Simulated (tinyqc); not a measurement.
Resistive crossbar, vector-matrix product with wire resistance: one step of the calculation.

2 rows and 2 columns. Cell (i, j) joins row node wij to column node bij. Each row is driven at its left end through one wire segment rw; neighbouring nodes along a row or a column are joined by rw; each column ends below the last row in one more rw and a virtual ground, where its current is read. Ideal output: I_j = sum_i V_i G_ij.

Question. Error against the ideal product. Ideal I_j = sum_i V_i G_ij; error = I/ideal - 1.

Inputs (values chosen for the exercise):
- V = [0.18, 0.22] V (input voltages of the rows)

cell conductances G (uS):
```
       column 1  column 2
row 1       9.9       100
row 2        30        43
```

column currents (uA): column 1 8.1843201, column 2 25.497348

Find: ideal currents; error.

Answer.

ideal currents (uA): column 1 8.3820, column 2 27.460
error (%): column 1 -2.358, column 2 -7.147

The largest error is in column 2. All currents fall short, since the wires take part of the voltage.

Program tinyqc, `OMP_NUM_THREADS=1 python tinyqc.py 2880064 2880065 out.jsonl`; Intel Xeon 2.30GHz, shared host, one thread, about 0.02 s.
